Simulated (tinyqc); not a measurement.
# Inputs raised by 5 %, one at a time

Model: strain-driven roughening and islands of a mismatched epitaxial film. Computed by tinyqc, a small Python program. Command: `OMP_NUM_THREADS=1 python tinyqc.py 3011277 3011278 out.jsonl island sens`. One thread of a shared host (Intel(R) Xeon(R) Processor @ 2.30GHz), about 0.01 s of CPU time with the checks.

Film and substrate share isotropic elastic constants; the film is coherent and biaxially strained.

Inputs (values chosen for the exercise, modelled on Ge on Si):

| quantity | value | unit |
|---|---|---|
| misfit \|f\| | 0.042 | - |
| shear modulus G | 52.6 | GPa |
| Poisson ratio nu | 0.25 | - |
| surface energy gamma | 1.05 | J/m^2 |
| contact angle of the shallow shape theta_1 | 12.8 | degrees |
| contact angle of the steep shape theta_2 | 31 | degrees |
| facet energy of shape 1 over gamma | 1.01 | - |
| facet energy of shape 2 over gamma | 1.034 | - |
| wetting energy gamma_s - gamma | 0.18 | J/m^2 |
| decay length of wetting delta | 0.18 | nm |
| island volume V | 120000 | nm^3 |

Constants: e = 1.602176634e-19 C.

Method:
- M = 2 G (1 + nu)/(1 - nu); stress = M f; energy density w = M f^2.
- The surface energy depends on thickness as gamma + (gamma_s - gamma) exp(-h/delta). Its curvature adds W2 = (gamma_s - gamma) exp(-h/delta)/delta^2 to the restoring terms; the flat film is stable while W2 > (1 + nu)^2 w^2/gamma, which gives h_c = delta ln[(gamma_s - gamma) gamma/(delta^2 (1 + nu)^2 w^2)], or 0 if negative.
- Shallow faceted island (Tersoff form): E = 4 Gam V^(2/3) tan^(1/3)(theta) - 6 c V tan(theta), Gam = gamma [x/sin(theta) - 1/tan(theta)], x the facet energy over gamma, c = stress^2 (1 - nu)/(2 pi G).
- The barrier is the maximum of E, at V_c = [4 Gam/(9 c)]^3 / tan^2(theta) (1 GPa nm = 1 J/m^2).
- The two energies cross at V_x^(1/3) = 4 [Gam_2 t2^(1/3) - Gam_1 t1^(1/3)]/(6 c (t2 - t1)), t = tan(theta); mu = dE/dV.

Runs:

| input moved | from | to | wetting-layer thickness h_c (nm) | critical volume, shape 1 (nm^3) | crossing volume V_x (nm^3) | barrier, shape 2 (eV) |
|---|---|---|---|---|---|---|
| base run | - | - | 0.65957 | 4.1123 | 25.651 | 8.464 |
| misfit \|f\| | 0.042 | 0.0441 | 0.62444 | 3.0686 | 19.141 | 6.963 |
| Poisson ratio nu | 0.25 | 0.2625 | 0.64635 | 3.6835 | 22.976 | 7.865 |
| surface energy gamma (J/m^2) | 1.05 | 1.1025 | 0.66835 | 4.7605 | 29.694 | 9.798 |
| contact angle of the shallow shape theta_1 (degrees) | 12.8 | 13.44 | 0.65957 | 3.9740 | 26.595 | 8.464 |
| wetting energy gamma_s - gamma (J/m^2) | 0.18 | 0.189 | 0.66835 | 4.1123 | 25.651 | 8.464 |
| decay length of wetting delta (nm) | 0.18 | 0.189 | 0.67410 | 4.1123 | 25.651 | 8.464 |
| facet energy of shape 2 over gamma | 1.034 | 1.0857 | 0.65957 | 4.1123 | 76.150 | 18.270 |

Exponents ln(y'/y) / ln(x'/x):

| input | wetting-layer thickness h_c | critical volume, shape 1 | crossing volume V_x | barrier, shape 2 |
|---|---|---|---|---|
| misfit \|f\| | -1.122 | -6.000 | -6.000 | -4.000 |
| Poisson ratio nu | -0.415 | -2.257 | -2.257 | -1.505 |
| surface energy gamma | 0.271 | 3.000 | 3.000 | 3.000 |
| contact angle of the shallow shape theta_1 | 0.000 | -0.701 | 0.741 | 0.000 |
| wetting energy gamma_s - gamma | 0.271 | 0.000 | 0.000 | 0.000 |
| decay length of wetting delta | 0.447 | 0.000 | 0.000 | 0.000 |
| facet energy of shape 2 over gamma | 0.000 | 0.000 | 22.302 | 15.770 |

To which inputs is each result most sensitive?

Among the inputs moved here: wetting-layer thickness h_c answers most in size to misfit |f| (exponent -1.122), next to decay length of wetting delta (+0.447); its exponent is below 0.0005 for contact angle of the shallow shape theta_1, facet energy of shape 2 over gamma. Critical volume, shape 1 answers most in size to misfit |f| (exponent -6.000), next to surface energy gamma (+3.000); its exponent is below 0.0005 for wetting energy gamma_s - gamma, decay length of wetting delta, facet energy of shape 2 over gamma. Its exponent -6.000 in misfit |f|: (Gam/c)^3. Crossing volume V_x answers most in size to facet energy of shape 2 over gamma (exponent +22.302), next to misfit |f| (-6.000); its exponent is below 0.0005 for wetting energy gamma_s - gamma, decay length of wetting delta. Its exponent -6.000 in misfit |f|: (Gam/c)^3. barrier, shape 2 answers most in size to facet energy of shape 2 over gamma (exponent +15.770), next to misfit |f| (-4.000); its exponent is below 0.0005 for contact angle of the shallow shape theta_1, wetting energy gamma_s - gamma, decay length of wetting delta.

Caution (all rows): a critical island of a few cubic nanometres holds a few hundred atoms at most, and edge energies, left out here, matter. Caution (all rows): the shallow-slope form overstates the relaxation of facets steeper than about 25 degrees.
